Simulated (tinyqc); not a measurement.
From results back to parameters: effective work function and flat-band voltage of a metal/high-k/SiO2/Si stack with a dipole layer. Three cases, with inputs chosen for the exercise.

Problem. Three stacks with (t1, t2) = (8, 20), (30, 20) and (8, 60) angstrom have the flat-band voltages below. VFB = W0 - (chi + dEF) - 4 pi e2 [Q1 EOT + Q2 x2]/3.9 with x2 = t2 3.9/eps2, EOT = t1 + x2, e2 = e^2/4 pi eps0, 1 cm^-2 = 1e-16 angstrom^-2; W0 is the work function with the dipole step.

Constants: e^2/(4 pi eps0) = 14.39964547 eV angstrom.

Case 1.

Values chosen (out of a larger set: a stack on Si capped with a lanthanum-like oxide; not measured data): chi = 4.059 eV (electron affinity of the channel); dEF = 0.807 eV (Ec - EF in the channel); eps = (3.9, 24.6) (their dielectric constants).

VFB (V): -0.6883606  -0.7128586  -0.6863010

Case 2.

Values chosen (out of a larger set: a stack on Si capped with an aluminium-like oxide; not measured data): chi = 4.058 eV (electron affinity of the channel); dEF = 0.825 eV (Ec - EF in the channel); eps = (3.9, 21.4) (their dielectric constants).

VFB (V): -0.4858058  -0.4551833  -0.4858058

Case 3.

Values chosen (out of a larger set: a stack on Si capped with an yttrium-like oxide; not measured data): chi = 4.047 eV (electron affinity of the channel); dEF = 0.844 eV (Ec - EF in the channel); eps = (3.9, 27.4) (their dielectric constants).

VFB (V): 0.1333217  0.1476122  0.1594738

Find: Q1; Q2; W0.

Solution. The first two stacks differ in t1 alone and give Q1; the first and third give Q1 + Q2; W0 follows from any of them.

Case 1.

Q1 = 2.4e+11 e/cm^2
Q2 = -3.1e+11 e/cm^2
W0 = 4.186 eV

Case 2.

Q1 = -3.0e+11 e/cm^2
Q2 = 3.0e+11 e/cm^2
W0 = 4.386 eV

Case 3.

Q1 = -1.4e+11 e/cm^2
Q2 = -8.5e+11 e/cm^2
W0 = 5.006 eV

Computed by tinyqc, one run a case: `OMP_NUM_THREADS=1 python tinyqc.py N N+1 out.jsonl` with N = 1850393, 1850409, 1850425; one thread of a shared Intel(R) Xeon(R) Processor @ 2.30GHz, about 0.01 s a run at most.
